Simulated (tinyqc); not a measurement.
Trench capacitor in an array: capacitance, non-linearity, leakage and relaxation: two steps of the calculation.

A film between two metal electrodes, each interface adding a series capacitance ci. The small-signal permittivity is ek (1 + aq E^2); the field is found with the linear permittivity. Leakage J = J0 sinh(E/Ef). After a voltage step the film passes a relaxation current kr C V tt^(-nr), tt being the time in seconds. The sidewall is a coaxial capacitor with radii a = dm/2 - t and b = dm/2, depth AR dm; the end face is left out.

Inputs (values chosen for the exercise); permittivity of the order of that of titanium dioxide: relative permittivity of the film ek = 76.7; film thickness t = 24 nm; capacitance of each electrode interface (dead layer and screening) ci = 1000 uF/cm^2; quadratic field coefficient of the permittivity aq = 0.027 cm^2/MV^2; bias V = 2.1 V; leakage prefactor J0 = 1.4e-11 A/cm^2; field for an e-fold rise of the leakage Ef = 0.41 MV/cm; diameter of the hole dm = 230 nm; aspect ratio, depth over diameter AR = 50; pitch of the square array pt = 410 nm; resistivity of the inner electrode rho = 160 uohm cm.

Constants: eps0 = 8.8541878128e-14 F/cm where lengths are in cm. Results are converted to the units shown.

Problem 1. Planar capacitance, field and non-linearity. Planar film: Cf = eps0 ek/t, 1/C = 1/Cf + 2/ci, EOT = 3.9 eps0/C, effective permittivity C t/eps0, E = (V/t) C/Cf; quadratic coefficient [C(V)/C - 1]/V^2 with Cf (1 + aq E^2) in C(V).

Give: Cf; C; EOT; effective permittivity; E; quadratic coefficient; J.

Solution 1.

Cf = 2.8297 uF/cm^2
C = 2.8137 uF/cm^2
EOT = 1.2272 nm
effective permittivity = 76.268
E = 0.87008 MV/cm
quadratic coefficient = 4608.3 ppm/V^2
J = 5.7604e-11 A/cm^2

The interfaces take 0.563 % of the voltage.

Problem 2. Cell capacitance, fields and time constant. Per length 1/c = ln(b/a)/(2 pi eps0 ek) + (1/a + 1/b)/(2 pi ci); cell capacitance c AR dm; per footprint over pt^2; fields c V/(2 pi eps0 ek r) at r = a and b; resistance of the inner electrode rho AR dm/(pi a^2); time constant R C/3 of the distributed line.

Give: a; b; cell capacitance; capacitance per footprint; field at a; field at b; R; R C/3.

Solution 2.

a = 91.00 nm
b = 115.0 nm
cell capacitance = 208.4 fF
capacitance per footprint = 124.0 uF/cm^2
field at a = 0.9803 MV/cm
field at b = 0.7757 MV/cm
R = 0.7073 kohm
R C/3 = 49.14 ps

The array gives 44.1 times the planar capacitance per footprint; curvature makes the field at the inner electrode 1.13 times the planar value.

Computed by the program tinyqc: `OMP_NUM_THREADS=1 python tinyqc.py 2102128 2102129 out.jsonl`, one thread of a shared Intel Xeon 2.30GHz, about 0.01 s for the whole run.
